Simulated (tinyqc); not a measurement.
Vacancy excess varied: nucleation and growth of vacancy voids in a cooling silicon-like crystal. Computed by tinyqc, a small Python program. Command: `OMP_NUM_THREADS=1 python tinyqc.py 3006575 3006576 out.jsonl voids walk`. One thread of a shared host (Intel(R) Xeon(R) Processor @ 2.30GHz), about 0.3 s of CPU time with the checks.

Spherical voids; vacancies are lost only to voids.

Inputs (values chosen for the exercise, close to those used for silicon):
```
quantity                                    value    unit
vacancy density at the melting point C_m  8.8e+14  1/cm^3
formation energy E_f                            4      eV
melting point T_m                            1685       K
diffusion prefactor D0                    0.00064  cm^2/s
migration energy E_m                         0.38      eV
site density rho                            5e+22  1/cm^3
void surface energy gamma                   0.821   J/m^2
cooling rate q                                1.4   K/min
vacancy excess C0                         2.8e+13  1/cm^3
temperature step                             0.25       K
```

Vacancy supply: given.

Constants: k_B = 8.617333262e-05 eV/K; k_B = 1.380649e-23 J/K.

Method:
- C = C0 as given.
- C_e = C_m exp[-(E_f/k_B)(1/T - 1/T_m)]; D = D0 exp(-E_m/(k_B T)); f = k_B T ln(C/C_e); r* = 2 gamma/(rho f); W* = 16 pi gamma^3/(3 rho^2 f^2); Z = f/sqrt(12 pi W* k_B T); I = rho Z (4 pi r* D C) exp(-W*/(k_B T)).
- March down from 1500 K in steps dT, dt = dT/q, with values at the upper end of each step: a class of I dt voids is born with r*; then all classes grow by r^2 += 2 D (C - C_e) dt/rho; C falls by the vacancies added to voids. Stop at 1150 K. T_n is the T of the largest I, N the final count (classes under 1e-6 /cm^3 are dropped), and the mean radius the number average.

initial excess C = 2.80e+13 1/cm^3

At fixed q:
```
C (1/cm^3)  T_n (K)  N (1/cm^3)  mean radius (nm)
1.10e+13    1298.25  4.1423e+06            23.129
1.70e+13    1318.75  3.0407e+06            29.659
2.80e+13    1342.75  2.1334e+06            39.439
4.50e+13    1366.50  1.5233e+06            51.710
7.00e+13    1389.00  1.1133e+06            66.543
```

More vacancies nucleate earlier (T_n rises by 91 K) and give fewer, larger voids: N goes as C^-0.71 and the radius as C^0.57, steeper than the -1/2 and +1/2 of the scaling argument at fixed D, because D rises with T_n.

Extremes, crossings and ranges named in words are read from the listed rows.
